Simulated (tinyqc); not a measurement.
What moves the results: fitting sp3s* parameters to three gaps by Newton steps. A value that a table varies takes the place of the one given here.

sp3s* tight binding, nearest neighbours only: anion (a) at 0, cation (c) at a/4 (1,1,1), orbitals s, px, py, pz, s* on each; k in units of 2 pi/a. With phases e_j = exp(i (pi/2) k.n_j) for n = (1,1,1), (1,-1,-1), (-1,1,-1), (-1,-1,1): g0 = (e1+e2+e3+e4)/4, g1 = (e1+e2-e3-e4)/4, g2 = (e1-e2+e3-e4)/4, g3 = (e1-e2-e3+e4)/4. The diagonal holds the levels Esa, Epa, Exa (s*) and Esc, Epc, Exc. Anion-cation block: <sa|sc> = Vss g0; <sa|xc> = Vsapc g1; <xa|sc> = -Vscpa g1; <xa|xc> = Vxx g0; <xa|yc> = <ya|xc> = Vxy g3, <xa|zc> = <za|xc> = Vxy g2, <ya|zc> = <za|yc> = Vxy g1; <s*a|xc> = Vxapc g1; <xa|s*c> = -Vpaxc g1; y and z take g2 and g3 in place of g1; s-s* and s*-s* vanish.

Gaps are level 5 at Gamma, X = (1,0,0) and L = (1/2,1/2,1/2) less level 4 at Gamma; no spin-orbit coupling. Free parameters: Vss, Vxapc and Vpaxc. H is linear in them, so by Hellmann-Feynman J_ij = <u|dH/dp_j|u> for level 5 at point i less the same for level 4 at Gamma. Newton: p(new) = p + J^-1 (target - gaps); stop when all misses are below 1e-7 eV.

Constants: hbar^2/2m0 = 3.80998211 eV angstrom^2.

Values chosen for the exercise (out of a larger set: near a published set for InAs, fitted to gaps, whose masses and valley positions are rough; not measured data):

| symbol | value | unit | meaning |
|---|---|---|---|
| p | (-9.598, 0.917, -2.722, 3.716, 7.464, 6.77, -5.561, 1.847, 4.498, 3.056, 5.465, 3.352, 3.903) | eV | start, order Esa, Epa, Esc, Epc, Exa, Exc, Vss, Vxx, Vxy, Vsapc, Vscpa, Vxapc, Vpaxc |
| tg | (0.4811, 2.1482, 1.3648) | eV | target gaps at Gamma, X, L |
| a | 6.06 | angstrom | lattice constant |

## Equal gaps, different models

The same three targets are met with other triples of free parameters (those for which Newton converges within 3 eV of the start). Not fitted: level 5 at K = (3/4,3/4,0) above Ev, the spacing of levels 6 and 5 at X, the depth of level 2 at X below Ev, the valence width at Gamma, and the mass c q^2/(E(q) - E(0)) of level 5 along [100], q = 0.002 (2 pi/a), c = hbar^2/2m0.

Unfitted results:

| free parameters | largest change (eV) | K (eV) | X spacing (eV) | level 2 at X (eV) | valence width (eV) | mass (m0) |
|---|---|---|---|---|---|---|
| start | 0.000 | 2.170 | 0.377 | 7.063 | 12.697 | 0.0269 |
| Vss, Vxapc, Vpaxc | 0.193 | 2.059 | 0.641 | 7.033 | 12.799 | 0.0346 |
| Esc, Vxapc, Vpaxc | 0.193 | 2.050 | 0.543 | 7.001 | 12.666 | 0.0344 |
| Vss, Vsapc, Vpaxc | 1.049 | 2.087 | 1.244 | 6.873 | 12.799 | 0.0365 |
| Esa, Vxapc, Vscpa | 0.421 | 2.053 | 0.564 | 7.086 | 12.378 | 0.0345 |
| Vss, Exa, Exc | 0.563 | 2.058 | 0.622 | 7.055 | 12.799 | 0.0346 |
| Esc, Vsapc, Exc | 2.945 | 2.085 | 1.294 | 6.909 | 12.666 | 0.0362 |

How do the results move?

All fitted rows have the same three gaps, yet they spread by 36 meV at K, 752 meV in the X spacing, 213 meV in level 2 at X, 421 meV in the valence width and 5.8 % in the mass. The smallest change of parameters, 0.193 eV, is that of Vss, Vxapc, Vpaxc; Esc, Vxapc, Vpaxc. A fit fixes what it was given and leaves the rest to the choice of free parameters.

## How errors in the targets pass to the parameters

J:
```
            Vss     Vxapc     Vpaxc
Gamma  -0.85057   0.00000   0.00000
X       0.00000  -0.87421   0.00000
L      -0.17435  -0.24766  -0.13965
```

The gaps at Gamma, X and L of an sp3s* model are fitted with Vss, Vxapc and Vpaxc; J holds the derivatives of the gaps by these parameters at the start. The change of each parameter for +10 meV on one target is 10 J^-1, in meV.

Shifts (meV):

| target raised | Vss | Vxapc | Vpaxc |
|---|---|---|---|
| Gamma | -11.8 | 0.0 | 14.7 |
| X | 0.0 | -11.4 | 20.3 |
| L | 0.0 | 0.0 | -71.6 |

root sum of squares (meV): Vss 11.8, Vxapc 11.4, Vpaxc 75.9

What does this show?

Independent errors of 10 meV leave Vpaxc least certain (76 meV) and Vxapc best fixed (11.4 meV, level with Vss). The largest single entry, 72 meV, comes from the target at L.

Computed by tinyqc, a small Python program: `OMP_NUM_THREADS=1 python tinyqc.py 1452081 1452082 out.jsonl` (the numbers bound the seed that draws the inputs); one thread of a shared host (Intel(R) Xeon(R) Processor @ 2.30GHz), about 0.1 s for the whole set of steps.
